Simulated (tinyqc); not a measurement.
Hubbard chain of 4 sites, step by step. Computed by tinyqc, a small Python program that keeps every step. Settings: hopping = 0.87, U = 8.6, mixing = 1, iteration cap = 57. Command: `OMP_NUM_THREADS=1 python tinyqc.py 26253 26254 out.jsonl` (the two numbers bound the seeds that draw the settings). One thread of a shared host (Intel(R) Xeon(R) Processor @ 2.60GHz), about 0.1 s of CPU time with the checks. Later iterations appear only in the table of the cycle.

## Mean-field iteration 1

one-body matrix (hopping and site energies) (eV), order 1, 2, 3, 4:
```
[[-0.050000, -0.870000, 0.000000, 0.000000],
 [-0.870000, 0.100000, -0.870000, 0.000000],
 [0.000000, -0.870000, -0.540000, -0.870000],
 [0.000000, 0.000000, -0.870000, 0.830000]]
```

U = 8.600000 eV

electrons, up and down: [2, 2]

mixing = 1

n(up) at the start (a guess, not normalised): [0.950000, 0.050000, 0.950000, 0.050000]

n(down) at the start (a guess): [0.050000, 0.950000, 0.050000, 0.950000]

H(up) = T + U n(down), H(down) = T + U n(up); fill the lowest levels; n(new) = n + mixing (n(out) - n); E = tr T (rho up + rho down) + U sum n_up n_down of the output.

levels, up (eV): [-0.293196, 0.300258, 8.440337, 9.092601]

levels, down (eV): [0.316749, 1.159038, 7.822302, 8.241911]

energy = -0.186971 eV

n(up) after iteration 1: [0.988623, 0.021207, 0.981537, 0.008633]

n(down) after iteration 1: [0.012173, 0.974640, 0.030122, 0.983065]

## Mean-field iteration 2

As before.

levels, up (eV): [-0.459937, -0.016152, 8.644889, 9.371201]

levels, down (eV): [0.082228, 0.812946, 8.083457, 8.561369]

energy = -0.189572 eV

n(up) after iteration 2: [0.989956, 0.019111, 0.983066, 0.007868]

n(down) after iteration 2: [0.010608, 0.977737, 0.025896, 0.985759]

## Convergence

Each step fills the lowest levels of T + U n(other spin) and sets n(new) = n + mixing (n(out) - n); stop when output and input agree to 1e-8.

Course of the cycle:
```
iteration       E (eV)  largest |n(out) - n(in)|  mean |n_up - n_down|
1          -0.18697058                  4.14e-02              0.963932
2          -0.18957237                  4.23e-03              0.968259
3          -0.18958448                  2.12e-04              0.968524
4          -0.18958454                  1.96e-05              0.968543
5          -0.18958454                  9.95e-07              0.968545
6          -0.18958454                  8.90e-08              0.968545
7          -0.18958454                  4.63e-09              0.968545
```

local moments n_up - n_down: [0.979519, -0.959020, 0.957570, -0.978070]

Converged in 7 iterations. Before convergence this energy mixes input and output and is not variational, so it may rise towards its limit.

## Exact diagonalisation (36 states)

Lowest levels of the sector, and the double occupancy of the lowest state.

lowest levels (eV): [-0.469750, -0.243279, -0.005907, 0.117628, 0.237078, 0.340000]

double occupancy per site = 0.022247

The mean-field solution above lies 0.2802 eV above the exact energy.

## The lowest level by Lanczos steps

From a random start vector (not printed): a_j = <q_j|H|q_j>, b_j = norm of the remainder after orthogonalising; the Ritz value is the lowest eigenvalue of the tridiagonal matrix of a and b so far.

Lanczos:
```
j    a_j (eV)  b_j (eV)  lowest Ritz value (eV)
1    7.035770  4.332229              7.03577036
2    6.365955  6.562141              2.35570803
3   11.238160  3.153903             -0.07780382
4   10.480591  4.282906             -0.27112498
5   13.705328  6.245506             -0.29907770
6    4.858111  3.870444             -0.34228027
7   10.417983  4.076536             -0.41521347
8   13.859693  3.466266             -0.43931519
9    7.750628  4.766525             -0.44297430
10   6.443195  6.442579             -0.44612132
```
